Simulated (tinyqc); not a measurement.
Inside a calculation: carrier statistics of a doped semiconductor with parabolic bands. Values are carried at full precision from step to step, so a last printed digit may differ when a step is redone from the rounded ones.

Constants: kB = 8.617333262e-05 eV/K; hbar^2/2m0 = 3.80998211 eV angstrom^2.

Inputs chosen for the exercise (near those of GaP; not measured data): Eg0 = 2.357 eV (gap at 0 K); al = 0.000575 eV/K (Varshni alpha); be = 369 K (Varshni beta); T = 570 K; ml = 2.01 m0 (longitudinal electron mass); mt = 0.251 m0 (transverse electron mass); Mv = 3 (equivalent valleys); mhh = 0.782 m0 (heavy-hole mass); mlh = 0.14 m0 (light-hole mass); ND = 6.9e+15 1/cm^3 (donors); NA = 3.9e+15 1/cm^3 (acceptors); ED = 0.0903 eV (donor level below Ec); EA = 0.0552 eV (acceptor level above Ev).

## Gap and thermal energy

Eg(T) = Eg0 - al T^2/(T + be) (Varshni).

Eg = 2.15805 eV
kT = 0.049119 eV

The gap has shrunk by 199.0 meV from 0 K and is 43.9 kT wide.

## Effective densities of states

m_de = Mv^(2/3) (ml mt^2)^(1/3); m_dh = (mhh^(3/2) + mlh^(3/2))^(2/3); N = 2 (m kB T/(4 pi c))^(3/2) with c = hbar^2/2m0, in 1/angstrom^3; times 1e24 for 1/cm^3.

m_de = 1.0445 m0
m_dh = 0.8210 m0
Nc = 7.0161e+19 1/cm^3
Nv = 4.8890e+19 1/cm^3

The light holes supply 7.0 % of Nv, and Nc/Nv = 1.44.

## Intrinsic density and level

With Boltzmann statistics ni = sqrt(Nc Nv) exp(-Eg/2kT) and Ei = Eg/2 + (kT/2) ln(Nv/Nc), counted from Ev.

ni = 1.69e+10 1/cm^3
Ei = 1.0702 eV

Ei lies 8.9 meV below midgap, towards the band with the smaller density of states.

## Neutrality by bisection

Energies are counted from Ev, so Ec = Eg. n = Nc F_1/2((EF - Eg)/kT), p = Nv F_1/2(-EF/kT), ND+ = ND/(1 + 2 exp((EF - Eg + ED)/kT)), NA- = NA/(1 + 4 exp((EA - EF)/kT)); neutrality asks p + ND+ = n + NA-. F_j(eta) = (1/Gamma(j + 1)) integral_0^infinity x^j dx/(1 + exp(x - eta)), which tends to exp(eta) for eta << 0.

Start from the bracket [-0.2 eV, Eg + 0.2 eV]; at the midpoint EF take the sign of p + ND+ - n - NA-; where it is positive EF must rise. Fourteen steps are shown.

Bisection (eV, 1/cm^3):
```
step       low     high       EF         n         p       ND+       NA-  sign
1     -0.20000  2.35805  1.07902  2.02e+10  1.41e+10  6.90e+15  3.90e+15     +
2      1.07902  2.35805  1.71853  9.12e+15  3.12e+04  6.89e+15  3.90e+15     -
3      1.07902  1.71853  1.39878  1.36e+13  2.10e+07  6.90e+15  3.90e+15     +
4      1.39878  1.71853  1.55866  3.52e+14  8.09e+05  6.90e+15  3.90e+15     +
5      1.55866  1.71853  1.63860  1.79e+15  1.59e+05  6.90e+15  3.90e+15     +
6      1.63860  1.71853  1.67857  4.04e+15  7.04e+04  6.90e+15  3.90e+15     -
7      1.63860  1.67857  1.65858  2.69e+15  1.06e+05  6.90e+15  3.90e+15     +
8      1.65858  1.67857  1.66857  3.30e+15  8.63e+04  6.90e+15  3.90e+15     -
9      1.65858  1.66857  1.66358  2.98e+15  9.56e+04  6.90e+15  3.90e+15     +
10     1.66358  1.66857  1.66607  3.13e+15  9.08e+04  6.90e+15  3.90e+15     -
11     1.66358  1.66607  1.66483  3.06e+15  9.32e+04  6.90e+15  3.90e+15     -
12     1.66358  1.66483  1.66420  3.02e+15  9.44e+04  6.90e+15  3.90e+15     -
13     1.66358  1.66420  1.66389  3.00e+15  9.50e+04  6.90e+15  3.90e+15     -
14     1.66358  1.66389  1.66373  2.99e+15  9.53e+04  6.90e+15  3.90e+15     +
```

Each step halves the bracket, which is 0.312 meV wide at the last row.

## The neutral state

Solve the neutrality condition for EF to convergence.

EF = 1.6639 eV
n = 3.00e+15 1/cm^3
p = 9.50e+04 1/cm^3
ND+ = 6.90e+15 1/cm^3
NA- = 3.90e+15 1/cm^3

The material is n-type; 99.9 % of the donors are ionised. EF lies 10.06 kT inside the gap from the conduction edge, so Boltzmann statistics would serve; n p/(Nc Nv exp(-Eg/kT)) = 1.000.

## Checks

- F_1/2(1) by the trapezoid rule against adaptive quadrature: both 1.575641.
- Positive against negative charge at the solution (1/cm^3): both 6.89630e+15.

Computed by tinyqc, a small Python program: `OMP_NUM_THREADS=1 python tinyqc.py 1651744 1651745 out.jsonl` (the numbers bound the seed that draws the inputs); one thread of a shared host (Intel(R) Xeon(R) Processor @ 2.30GHz), about 0.03 s for the whole set of steps.
